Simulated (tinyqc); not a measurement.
LCCD on RHF in the 3-21g basis, for He, spin multiplicity 1, step by step. Computed by tinyqc, a small Python program that keeps every step (integrals from PySCF). Settings: charge = 0, multiplicity = 1, basis = 3-21g, method = RHF, energy threshold = 1e-10, iteration cap = 78, orthogonalisation = symmetric, start = Wolfsberg-Helmholz matrix, DIIS depth = 6, amplitude equations = LCCD, DIIS depth for amplitudes = 6, cap on updates = 62. Command: `OMP_NUM_THREADS=1 python tinyqc.py 21026 21027 out.jsonl` (the two numbers bound the seeds that draw the settings). One thread of a shared host (Intel(R) Xeon(R) Processor @ 2.60GHz), about 0.06 s of CPU time with the checks. The early iterations of the SCF are left out here.

## One-electron integrals

Geometry (angstrom):
```
atom,x,y,z
He,0.0000,0.0000,0.0000
```

Basis 3-21g: exponents (1/bohr^2) and contraction coefficients of normalised primitives:
```
element,l (shell),exponent,coefficient
He,s (1),13.6267,0.1752
He,s (1),1.9993,0.8935
He,s (2),0.3830,1.0000
```

Overlap, kinetic and nuclear-attraction integrals over the contracted functions; the nuclear repulsion is the sum of Za Zb / Rab.

nuclear repulsion = 0 hartree

overlap S:
```
,1He 1s,1He 2s
1He 1s,1.0000,0.5952
1He 2s,0.5952,1.0000
```

kinetic energy T (hartree):
```
,1He 1s,1He 2s
1He 1s,3.9161,0.5789
1He 2s,0.5789,0.5745
```

nuclear attraction V (hartree):
```
,1He 1s,1He 2s
1He 1s,-5.4897,-2.2353
1He 2s,-2.2353,-1.9751
```

core Hamiltonian H = T + V (hartree):
```
,1He 1s,1He 2s
1He 1s,-1.5736,-1.6563
1He 2s,-1.6563,-1.4006
```

## Two-electron integrals

Functions are numbered as in S; the eight-fold symmetry (ij|kl) = (ji|kl) = (kl|ij) leaves the list below.

Two-electron integrals (ij|kl) in chemists' order, unique and non-zero (hartree):
```
i,j,k,l,(ij|kl)
1,1,1,1,1.8033
2,1,1,1,0.8765
2,1,2,1,0.4521
2,2,1,1,0.9170
2,2,2,1,0.5147
2,2,2,2,0.6983
```

## Orthogonalisation

S = U s U^T; symmetric (Loewdin) form X = U s^(-1/2) U^T, so that X^T S X = 1.

eigenvalues of S: 0.4048  1.5952

X:
```
,1He 1s,1He 2s
1He 1s,1.1818,-0.3900
1He 2s,-0.3900,1.1818
```

## Starting guess

The start is the generalised Wolfsberg-Helmholz matrix (K = 1.75) built on H; D = 2 C_occ C_occ^T.

D at the start:
```
,1He 1s,1He 2s
1He 1s,0.7614,0.6185
1He 2s,0.6185,0.5023
```

## Iteration 8 (converged): orbitals

converged F (hartree):
```
,1He 1s,1He 2s
1He 1s,-0.0708,-1.1180
1He 2s,-1.1180,-0.4994
```

Diagonalise F' = X^T F X, C = X C', fill 1 alpha and 1 beta electrons from the bottom; D = 2 C_occ C_occ^T. Each column has its largest component positive (the first on a tie).

F' = X^T F X (hartree):
```
,1,2
1,0.8557,-1.4686
2,-1.4686,0.3224
```

orbital energies (hartree): MO1 -0.9036, MO2 2.0817

coefficients C:
```
,MO1,MO2
1He 1s,0.4579,1.1571
1He 2s,0.6573,-1.0567
```

D after iteration 8:
```
,1He 1s,1He 2s
1He 1s,0.4194,0.6020
1He 2s,0.6020,0.8640
```

## Convergence

Stop when the energy changes by less than 1e-10 hartree and every element of the error matrix X^T (F D S - S D F) X is below 3e-06.

Course of the cycle:
```
iteration,E (hartree),change,largest element of the error matrix
1,-2.724150,-,7.79e-01
2,-2.835218,-1.11e-01,5.07e-02
3,-2.835680,-4.61e-04,4.71e-05
4,-2.835680,-3.11e-10,2.19e-05
5,-2.835680,-4.96e-11,1.43e-05
6,-2.835680,-1.65e-11,1.06e-05
7,-2.835680,-7.44e-12,8.44e-06
8,-2.835680,-1.28e-11,1.82e-09
```

PySCF RHF in the same basis = -2.835680 hartree

Converged in 8 iterations.

## Populations

Mulliken: Z minus the diagonal of D S on the atom; Loewdin: the same with S^(1/2) D S^(1/2).

Charges (e):
```
atom,Mulliken,Loewdin
1He,0.0000,0
```

## Integrals over molecular orbitals

(pq|rs) = sum C_ip C_jq C_kr C_ls (ij|kl), one index at a time.

one-electron integrals over orbitals h = C^T H C (hartree):
```
,1,2
1,-1.9321,-0.3192
2,-0.3192,0.3797
```

Two-electron integrals over orbitals (pq|rs), unique and non-zero (hartree):
```
p,q,r,s,(pq|rs)
1,1,1,1,1.0285
2,1,1,1,0.3192
2,1,2,1,0.2620
2,2,1,1,0.9820
2,2,2,1,0.3438
2,2,2,2,0.9983
```

## LCCD: starting amplitudes

t_ij^ab = <ij||ab> / (e_i + e_j - e_a - e_b), whose energy is MP2.

Starting amplitudes (spin orbitals 1a, 1b, ...; amplitudes related by a flip of all spins are not repeated):
```
from,to,t
1a 1b,2a 2b,-0.0439
```

correlation energy = -0.011497 hartree

## LCCD: amplitude update 1

t_ij^ab D_ij^ab are set to the remaining terms of the spin-orbital equations, evaluated with the old amplitudes; for the doubles these are <ij||ab> + 1/2 <ab||ef> t_ij^ef + 1/2 <mn||ij> t_mn^ab + P(ij)P(ab) <mb||ej> t_im^ae, D the orbital-energy denominators (linear CCD).

Amplitudes after update 1 (spin orbitals 1a, 1b, ...; amplitudes related by a flip of all spins are not repeated):
```
from,to,t
1a 1b,2a 2b,-0.0540
```

correlation energy = -0.014148 hartree

## LCCD: amplitude update 2

As before.

Amplitudes after update 2 (spin orbitals 1a, 1b, ...; amplitudes related by a flip of all spins are not repeated):
```
from,to,t
1a 1b,2a 2b,-0.0563
```

correlation energy = -0.014760 hartree

## LCCD: convergence

E_corr = 1/4 sum <ij||ab> t_ij^ab; stop when the norm of the change is below 1e-8.

Course of the amplitude iterations:
```
update,correlation energy (hartree),norm of the change
0,-0.011497,-
1,-0.014148,2.02e-02
2,-0.014760,4.67e-03
3,-0.014944,1.08e-03
4,-0.014944,4.16e-17
```

Converged amplitudes (spin orbitals 1a, 1b, ...; amplitudes related by a flip of all spins are not repeated):
```
from,to,t
1a 1b,2a 2b,-0.0570
```

LCCD total energy = -2.850623 hartree

Converged in 4 updates, with DIIS from the third.
